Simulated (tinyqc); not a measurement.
## MOS structure on a p-type body, non-linear Poisson equation by Newton steps: starts and damping rules compared

One dimension, insulator interface at x = 0, acceptor density Na, uniform, net doping C = -(acceptor density). psi is counted from the intrinsic level: n = ni exp((psi - Vb)/Vt), p = ni exp(-psi/Vt); deep in the body psi_b = -Vt ln(Na/ni). The gate acts through Cox = eps0 eox/tox and has the potential psi_G = Vg - (phiM - chi - Vt ln(Nc/ni)). Boltzmann statistics, full ionisation, classical densities, no oxide or interface charge. Acceptors in real wide-gap material are deep and only partly ionised in the neutral body.

a_i = eps0 eps_r/h_i for the interval from node i to i + 1, with h_i = x_(i+1) - x_i in cm.

n_i = ni exp((psi_i - Vb)/Vt), p_i = ni exp(-psi_i/Vt), rho_i = p_i - n_i + C_i, g_i = (n_i + p_i)/Vt. Box widths w_i = (h_(i-1) + h_i)/2 in cm. Residual F_i = a_i (psi_(i+1) - psi_i) - a_(i-1) (psi_i - psi_(i-1)) + q rho_i w_i; Jacobian: a_(i-1) and a_i beside the diagonal, b_i = -a_(i-1) - a_i - q g_i w_i on it. Node 0 is free: w_0 = h_0/2, F_0 = a_0 (psi_1 - psi_0) + Cox (psi_G - psi_0) + q rho_0 w_0, b_0 = -a_0 - Cox - q g_0 w_0, with Cox = eps0 eox/tox, psi_G = Vg - (phiM - chi - Vt ln(Nc/ni)). The last node is fixed.

Iterations until the largest undamped |d| is below 1e-9 V (the last, tiny step is counted), with a cap of 100; "overflow" would mean that an exponential left the range of double precision. Starts:
- neutral: -Vt ln(-C_i/ni) on every node but the last, which holds psi_b.
- parabola: psi_b + U (1 - x/W)^2 for x < W and psi_b beyond, with U = Vb - 2 psi_b and W = sqrt(2 eps0 eps_r U/(q Na)).
- linear: A straight line in x from psi_G at node 0 to psi_b at the last node.

Rules for the step d, which solves the tridiagonal system a_(i-1) d_(i-1) + b_i d_i + a_i d_(i+1) = -F_i:
- full Newton steps: the full step is added.
- logarithmic damping: each component d is damped to sign(d) Vt ln(1 + |d|/Vt) before it is added.
- steps capped at 4 Vt: if the largest |d| exceeds 4 Vt, the whole step is scaled down so that it equals 4 Vt.
- halved steps: half of the step is added while the largest |d| exceeds 1.5 Vt, the full step after that.

Inputs (values chosen for the exercise); band and dielectric values close to those of 4H silicon carbide: temperature T = 300 K; band gap Eg = 3.28 eV; relative permittivity eps_r = 9.69; conduction-band density of states at T Nc = 1.71e19 cm^-3; valence-band density of states at T Nv = 2.54e19 cm^-3; electron affinity chi = 3.55 eV; acceptor density deep in the body Na = 1.1e18 cm^-3; relative permittivity of the gate insulator (close to silicon nitride) eox = 7.51; insulator thickness tox = 7.9 nm; gate work function phiM = 3.72 eV; electron quasi-Fermi potential against the body Vb = 0 V; gate voltage against the body Vg = 2.24 V.

Constants: q = 1.602176634e-19 C, kB = 1.380649e-23 J/K, Vt = kB T/q, eps0 = 8.8541878128e-14 F/cm where lengths are in cm. Results are converted to the units shown.

```
node  x (nm)  net doping C (cm^-3)
0          0               -1.1e18
1        0.3               -1.1e18
2      0.793               -1.1e18
3        1.6               -1.1e18
4       2.93               -1.1e18
5       5.12               -1.1e18
6       8.72               -1.1e18
7       14.6               -1.1e18
8       24.3               -1.1e18
9       40.3               -1.1e18
10      66.5               -1.1e18
11       110               -1.1e18
```

ni = 5.86310e-9 cm^-3

Iterations needed:
```
          full Newton steps  logarithmic damping  steps capped at 4 Vt  halved steps
neutral                  15                   42                    39            14
parabola                 28                    9                     7            15
linear                   84             over 100              over 100      over 100
```

What do the numbers show?

The fewest iterations, 7, are needed by steps capped at 4 Vt from the parabola start. No result within 100 iterations: logarithmic damping from the linear start; steps capped at 4 Vt from the linear start; halved steps from the linear start. Lowest count for the worst start: full Newton steps, at most 84 iterations.

tinyqc, about 0.7 s, one thread, Intel Xeon 2.30GHz (shared host): `OMP_NUM_THREADS=1 python tinyqc.py 2080167 2080168 out.jsonl`
